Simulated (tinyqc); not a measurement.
# Off-state leakage of single and stacked transistors: effects of single changes

n-channel devices of unit width. Subthreshold current I(Vg, Vs, Vd) = I0 (T/300 K)^0.5 exp[(Vg - Vs - VT(T) - gb (Vs - Vb) + dd (Vd - Vs))/(nf Vt)] (1 - exp(-(Vd - Vs)/Vt)), VT(T) = VT - cT (T - 300 K). Gate-edge tunnelling Ig (Vd/1 V) exp(ag (Vd - 1 V)), for a gate at 0 V, and band-to-band leakage Ab u exp(-Bb/u), u = Vd - Vb + 1 V, flow at a drain held at V; both are taken as independent of T. In a stack of off transistors (all gates at 0 V) the same subthreshold current passes through each.

Values chosen for this exercise; values of the order met in bulk silicon logic transistors:
```
symbol,value,unit,meaning
T,330,K,temperature
V,1.2,V,supply voltage
VT,0.41,V,"threshold at 300 K, zero drain and body bias"
cT,0.9,mV/K,fall of the threshold with temperature
I0,0.19,uA/um,current at threshold at 300 K
nf,1.37,,slope factor
dd,0.18,,drain-induced lowering per volt
gb,0.11,,rise of the threshold per volt of source-body bias
Ig,1e-6,uA/um,gate-edge tunnelling current at 1 V
ag,4,1/V,exponential slope of the gate current
Ab,200,uA/(um V),prefactor of band-to-band leakage at the drain
Bb,24,V,its exponential voltage
Vb,0,V,body voltage
```

Constants: q = 1.602176634e-19 C, kB = 1.380649e-23 J/K, Vt = kB T/q. Results are converted to the units shown.

Each table varies one quantity; the others keep the values above.

## Subthreshold current against the height of the stack

All n gates at 0 V, bottom source at 0 V, top drain at V; node voltages follow from equal currents.

Subthreshold current against the height of the stack:
columns A: n; B: I (nA/um); C: reduction factor; D: drain voltage of the bottom device (mV); E: source voltage of the top device (mV); F: voltage across the top device (V)
```
A         B      C      D      E       F
1     2.740  1.000   1200      0   1.200
2   0.02102  130.4  147.1  147.1   1.053
3  0.008347  328.3  31.76  175.0   1.025
4  0.005156  531.5  16.76  189.5   1.010
5  0.003722  736.3  11.37  199.4   1.001
6  0.002910  941.7  8.602  206.8  0.9932
```

The second transistor cuts the current by a factor of 130, the third by a further 2.52 and the sixth by 1.28. The top device keeps 82.8 % of the supply at n = 6, while the drain voltage of the bottom one falls to 0.302 Vt.

## Leakage components against the supply voltage

Same model as above.

One transistor with Vg = Vs = 0, Vd = V; stack factor I(one)/I(two in series).

Leakage components against the supply voltage:
```
V (V)  subthreshold (nA/um)  gate edge (nA/um)  band-to-band (nA/um)  total (nA/um)  stack factor  largest part
0.5                  0.1080           6.767e-5               0.03376         0.1418         8.368  subthreshold
0.6                  0.1714           1.211e-4               0.09789         0.2694         12.14  subthreshold
0.7                  0.2720           2.108e-4                0.2513         0.5235         17.82  subthreshold
0.8                  0.4317           3.595e-4                0.5831          1.015         26.34  band-to-band
0.9                  0.6853           6.033e-4                 1.242          1.927         39.14  band-to-band
1                     1.088           0.001000                 2.458          3.546         58.34  band-to-band
1.1                   1.726           0.001641                 4.570          6.298         87.15  band-to-band
1.2                   2.740           0.002671                 8.048          10.79         130.4  band-to-band
1.3                   4.350           0.004316                 13.52          17.87         195.2  band-to-band
1.4                   6.904           0.006934                 21.79          28.70         292.5  band-to-band
```

As V goes from 0.5 to 1.4, the total leakage rises from 0.142 to 28.7 nA/um. The subthreshold part leads at V = 0.5, the band-to-band part from 0.8 on. The reduction by a stack of two rises from 8.37 to 292, for the subthreshold part alone.

Numbers from tinyqc (`OMP_NUM_THREADS=1 python tinyqc.py 2242089 2242090 out.jsonl`; about 0.03 s on one thread of a shared Intel Xeon 2.30GHz).
